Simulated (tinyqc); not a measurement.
From results back to parameters: phonon-assisted absorption at an indirect gap. Two cases, with inputs chosen for the exercise.

Problem. A slab transmits Tr = (1 - R)^2 x/(1 - R^2 x^2) with x = exp(-alpha d) and R = ((nr - 1)/(nr + 1))^2.

Find: x; alpha.

Method. Tr R^2 x^2 + (1 - R)^2 x - Tr = 0; take the positive root, then alpha = -ln(x)/d.

Case 1.

Values chosen (out of a larger set: loosely those of Si at room temperature; Eg is not tied to T; not measured data): nr = 3.67 (refractive index); d = 11 micrometre (thickness).

Tr = 0.479953

Solution.

x = 0.9559
alpha = 41.0 1/cm

Case 2.

Values chosen (out of a larger set: loosely those of Si at room temperature; Eg is not tied to T; not measured data): nr = 3.67 (refractive index); d = 0.61 micrometre (thickness).

Tr = 0.485867

Solution.

x = 0.9655
alpha = 575 1/cm

Computed by tinyqc, one run a case: `OMP_NUM_THREADS=1 python tinyqc.py N N+1 out.jsonl` with N = 1651134, 1651153; one thread of a shared Intel(R) Xeon(R) Processor @ 2.30GHz, about 0.01 s a run at most.
